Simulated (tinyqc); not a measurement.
Sheet resistance and Hall data of a diffused or implanted layer: one step, computed by the program tinyqc.

Carriers are taken equal to the net active doping down to the junction (full ionisation, which deep dopants in wide-gap hosts do not reach; no spill-over, no depletion), and the Hall factor is 1.

Question. Profile. N(x) = N_0 exp(-(x - R_p)^2/(2 l^2)) for x > 0, dose N_0 l sqrt(pi/2) erfc(-R_p/(l sqrt 2)), junction x_j = R_p + l sqrt(2 ln(N_0/N_B)); the layer starts at x_0 = max(0, 2 R_p - x_j). Mobility mu = mu_min + (mu_max - mu_min)/(1 + (N_t/N_ref)^alpha), N_t = active doping + N_B; carriers n = active doping - N_B, active doping min(N, N_s). sigma = e n mu.

Inputs (values chosen for the exercise, modelled on boron in silicon):
```
quantity,value,unit
mu_min,46.4,cm^2/(V s)
mu_max,477,cm^2/(V s)
N_ref,2.1e+17,1/cm^3
exponent alpha,0.73,-
peak concentration N_0,4.5e+20,1/cm^3
length scale l,37,nm
background doping N_B (opposite type),7.4e+15,1/cm^3
projected range R_p,73,nm
solubility limit N_s,2.3e+20,1/cm^3
```

Profile: buried Gaussian (implant). Activation: limited by solubility.

Constants: e = 1.602176634e-19 C.

Give: Depth, doping, carriers, mobility and conductivity at 2, 10, 20, 35, 50, 65, 80, 90 and 98 % of the layer.

Answer.

Depth, doping, carriers, mobility and conductivity at 2, 10, 20, 35, 50, 65, 80, 90 and 98 % of the layer:
```
x (nm),N (1/cm^3),n (1/cm^3),mu (cm^2/(V s)),sigma (S/cm)
4.9,8.286e+19,8.285e+19,51.8,6.878e+02
24.7,1.917e+20,1.917e+20,49.4,1.516e+03
49.3,3.668e+20,2.300e+20,49.0,1.805e+03
86.3,4.217e+20,2.300e+20,49.0,1.805e+03
123.3,1.784e+20,1.784e+20,49.5,1.415e+03
160.3,2.776e+19,2.775e+19,58.2,2.590e+02
197.3,1.589e+18,1.582e+18,126.2,3.198e+01
222.0,1.354e+17,1.280e+17,291.8,5.985e+00
241.7,1.371e+16,6.314e+15,409.2,4.139e-01
```

The mobility varies by a factor 8.4 across these points and the conductivity by 4360.
